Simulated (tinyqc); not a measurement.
Against the doping: grain-boundary trapping model (Seto) of a polycrystalline semiconductor film. Computed by tinyqc, a small Python program. Command: `OMP_NUM_THREADS=1 python tinyqc.py 3002713 3002714 out.jsonl poly walk`. One thread of a shared host (Intel(R) Xeon(R) Processor @ 2.30GHz), about 0.01 s of CPU time with the checks.

Grains of equal size L are joined by thin boundaries with one trap level. Trapped carriers deplete a width W on each side and raise a barrier, crossed by thermionic emission. Dopants are fully ionised, statistics are non-degenerate and mu_g does not depend on T.

Inputs (values chosen for the exercise, modelled on polycrystalline ZnO): permittivity eps = 8.3; effective mass m = 0.3 m_0; effective density of states at 300 K, N_c = 3.5e+18 1/cm^3; grain size L = 70 nm; trap density Q_t = 6.6e+11 1/cm^2; trap level E_t below the band edge = 0.31 eV; mobility inside the grains mu_g = 150 cm^2/(V s); temperature T = 300 K.

Grain interior: resistance included.

Constants: e = 1.602176634e-19 C; eps_0 = 8.8541878128e-12 F/m; k_B = 8.617333262e-05 eV/K; m_0 = 9.1093837015e-31 kg; k_B = 1.380649e-23 J/K.

Method:
- If all traps fill, the grain is just depleted at N* = Q_t/L, with the barrier e Q_t L/(8 eps eps_0).
- N_c(T) = N_c (T/300 K)^(3/2). Filled traps Q = Q_t/(1 + (1/2) exp((E_t* - E_F)/k_B T)), where E_t* = e V_B - E_t and E_F are counted from the band edge at the grain centre. Partial depletion: Q = 2 N W, V_B = e N W^2/(2 eps eps_0), E_F = k_B T ln(N/N_c); solve for W. If that W would exceed L/2 the grain is fully depleted: W = L/2, Q = N L, and E_F follows from the trap equation. Centre density n_0 = N_c exp(E_F/k_B T).
- Boundary: sigma_b = L e^2 n_0 exp(-e V_B/k_B T)/sqrt(2 pi m k_B T); drift through the grain, depleted parts included: rho_g = [(1 - 2W/L) + (2W/L) int_0^1 exp(y^2 s^2) ds]/(e n_0 mu_g); rho = 1/sigma_b + rho_g. Mean carrier density n_av = n_0 [(1 - 2W/L) + (2W/L) (sqrt(pi)/2) erf(y)/y], y = sqrt(e V_B/k_B T); effective mobility 1/(e n_av rho).

N* = 9.42857e+16 1/cm^3

The same film:
```
N (1/cm^3)  W (nm)  V_B (V)  mean density (1/cm^3)  mobility (cm^2/(V s))  rho (ohm cm)
2.80e+15    35.000  0.00374             3.6589e+11                 133.19    1.2807e+05
9.40e+15    35.000  0.01255             1.6770e+12                 127.27    2.9244e+04
2.40e+16    35.000  0.03205             9.0086e+12                 105.69    6.5552e+03
4.70e+16    35.000  0.06276             6.7574e+13                  63.47    1.4553e+03
7.50e+16    35.000  0.10015             9.0921e+14                  25.84    2.6563e+02
1.10e+17    29.818  0.10661             5.7016e+16                  19.59    5.5877e+00
1.90e+17    17.357  0.06240             1.4802e+17                  59.47    7.0908e-01
3.80e+17     8.683  0.03123             3.5261e+17                 105.85    1.6722e-01
9.40e+17     3.511  0.01263             9.2666e+17                 126.50    5.3246e-02
3.80e+18     0.868  0.00312             3.7963e+18                 133.07    1.2355e-02
```

The barrier peaks among these rows at N = 1.1e17 (0.107 V) and the mobility has its minimum at 1.1e17; N* is 9.4e16. While the grain is fully depleted (W = L/2) V_B grows as N; once all traps are filled it falls as 1/N (last exponent -1.00). Partly depleted rows (W < L/2) with e V_B below 2 k_B T stretch the depletion approximation. Where N approaches N_c the non-degenerate statistics fail. rho drops most steeply, as N^-10.1, between 7.5e16 and 1.1e17.

Extremes, crossings and ranges named in words are read from the listed rows.
